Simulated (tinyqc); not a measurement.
Effective mass of the heavy-hole band from tabulated energies, step by step. Values are carried at full precision from step to step, so a last printed digit may differ when a step is redone from the rounded ones.

c = hbar^2/2m0.
Constants: hbar^2/2m0 = 3.80998211 eV angstrom^2; kB = 8.617333262e-05 eV/K.

Parameters, chosen for this exercise (out of a larger set: band of an eight-band Kane model near InSb; not measured data): T = 77 K (temperature).

## Finite differences

Energies along [110], from the band edge downward:
```
k (1/angstrom)  E (meV)
0.00000          0.0000
0.00740          0.4633
0.01480          1.8516
0.02220          4.1598
0.02960          7.3795
0.03700         11.4989
0.04440         16.5027
0.05180         22.3727
0.05920         29.0870
```

reference mass (curvature of the model at k = 0.0001 1/angstrom) = 0.45016 m0

The band is even in k. m = c k^2/E(k) from the points 1, 2, 4 (k = 0 is point 0); Richardson from points 1 and 2: c/m = [16 E(k1) - E(k2)]/(12 k1^2).

m from points 1, 2, 4 (m0): [0.45032, 0.45071, 0.45236]

m by Richardson = 0.45019 m0

Errors against the reference: +0.04, +0.12 and +0.49 % and +0.01 %. The extrapolation removes the k^4 term.

## Least squares over all points

Fit E = a k^2 (a = sum k^2 E/sum k^4), then E = a k^2 + b k^4 from the normal equations; E in eV; m = c/a.

sums of k^4, k^6, k^8: [2.6304e-05, 7.3394e-08, 2.2196e-10]

sums of k^2 E, k^4 E: [0.00021919, 6.1079e-07]

a, one term = 8.3330 eV angstrom^2

a and b, two terms: [8.463, -46.77]

m, one and two terms (m0): [0.45722, 0.45017]

The parabola over all points errs by +1.6 % because the weights k^4 favour the outer points; the second term brings the error to 0.0 %.

## The non-parabolic form

E (1 + alpha E) = c k^2/m means that y = c k^2/E is a straight line in E with intercept m and slope m alpha. Fit the line by unweighted least squares over points 1 to 8, E in eV.

y (m0): [0.45032, 0.45071, 0.45139, 0.45236, 0.45360, 0.45513, 0.45695, 0.45906]

m = 0.45013 m0
alpha = 0.678 1/eV

The intercept errs by -0.01 %. For this band the scale of alpha is set by Dso = 0.808 eV as well as by the gap.

## Which mass for which use

From the fitted m and alpha: momentum mass at energy E, m (1 + 2 alpha E); curvature mass m (1 + 2 alpha E)^3; thermal factors to first order in alpha kT: density of states Nc (1 + 15 alpha kT/4), conductivity mass m (1 + 5 alpha kT). Take E = 3 kT/2.

alpha kT = 0.0045
momentum mass = 0.45620 m0
curvature mass = 0.46860 m0
factor on Nc = 1.0169
thermal conductivity mass = 0.46025 m0

alpha kT is small, so first order serves. For a warped valence band one direction does not stand for the whole band.

## Checks

- Two-term fit by normal equations against a least-squares routine: both 8.46346.

Run: tinyqc, `OMP_NUM_THREADS=1 python tinyqc.py 1880696 1880697 out.jsonl`; Intel(R) Xeon(R) Processor @ 2.30GHz, one thread, shared host; about 0.01 s of CPU time with all checks.
